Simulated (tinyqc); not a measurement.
What moves the exposure: standing waves and exposure in a photoresist film.

Normal incidence from air. Unexposed resist: N1 = n1 + i k1 with k1 = (A + B) lam/(4 pi), lam in micrometres. r01 = (1 - N1)/(1 + N1), t01 = 2/(1 + N1). Substrate Ns = ns + i ks: r12 = (N1 - Ns)/(N1 + Ns). With p = exp(2 pi i N1 d/lam), the field at depth z is E(z) = t01 [exp(2 pi i N1 z/lam) + r12 p^2 exp(-2 pi i N1 z/lam)]/(1 + r01 r12 p^2), the relative intensity I(z) = n1 |E(z)|^2 and the reflectance R = |(r01 + r12 p^2)/(1 + r01 r12 p^2)|^2.

Values chosen for the exercise (a resist on Al, indices near tabulated ones; shifted at random, so the results belong to these values and not to a real crystal):
```
symbol  value  unit          meaning
lam     193    nm            vacuum wavelength
n1      1.694                resist index
A       0.04   1/micrometre  bleachable absorption (Dill A)
B       0.36   1/micrometre  fixed absorption (Dill B)
d       248    nm            resist thickness
ns      0.109                substrate n
ks      2.223                substrate k
```

The mean of I is over 800 depths.

Results for these values:
```
case,|r12|^2,R,mean I,I at the bottom
base,0.9035,0.6177,2.6540,1.8492
```

What happens to each result for ns = 0.12, all else kept?

Answer: |r12|^2 falls from 0.9035 to 0.8949; R falls from 0.6177 to 0.6084; mean I falls from 2.6540 to 2.6367; I at the bottom falls from 1.8492 to 1.8362.

The same for each parameter in turn:
```
case,|r12|^2,R,mean I,I at the bottom
base,0.9035,0.6177,2.6540,1.8492
d = 258 nm,0.9035,0.7501,1.6981,1.1608
n1 = 1.711,0.9033,0.6487,2.4430,1.7100
B = 0.56 1/micrometre,0.9003,0.5227,2.4668,1.7132
ks = 2.001,0.8918,0.6156,2.5640,2.0211
ns = 0.12,0.8949,0.6084,2.6367,1.8362
```

(tinyqc, `OMP_NUM_THREADS=1 python tinyqc.py 1652196 1652197 out.jsonl`, Intel(R) Xeon(R) Processor @ 2.30GHz, 1 thread, shared host, about 0.01 s.)
